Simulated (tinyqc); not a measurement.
Insulator thickness and V0 from two charges.

Question. In an undoped wire Vg - V0 = Q/Cox + Vt ln(Q/Q0) + Vt ln(1 + Q/Q0) at the source, with Q0 = 4 eps0 eps_r Vt/R and Cox = eps0 eox/(R ln(1 + tox/R)). Find Cox, tox and V0.

Parameters, values chosen for the exercise; material values those of a made-up semiconductor: temperature T = 293 K; relative permittivity of the semiconductor eps_r = 14.6; relative permittivity of the gate insulator eox = 7.52; wire radius R = 10 nm.

Constants: q = 1.602176634e-19 C, kB = 1.380649e-23 J/K, Vt = kB T/q, eps0 = 8.8541878128e-14 F/cm where lengths are in cm. Results are converted to the units shown.

Qs at Vg = 0.99 and 1.39 V (nC/cm^2): 815.14674  2229.2147

Solution. The two equations are linear in 1/Cox and V0; tox follows by inverting the logarithm.

Cox = 4.02 uF/cm^2
tox = 1.80 nm
V0 = 0.691 V

Program tinyqc, `OMP_NUM_THREADS=1 python tinyqc.py 2460104 2460105 out.jsonl`; Intel Xeon 2.30GHz, shared host, one thread, about 0.03 s.
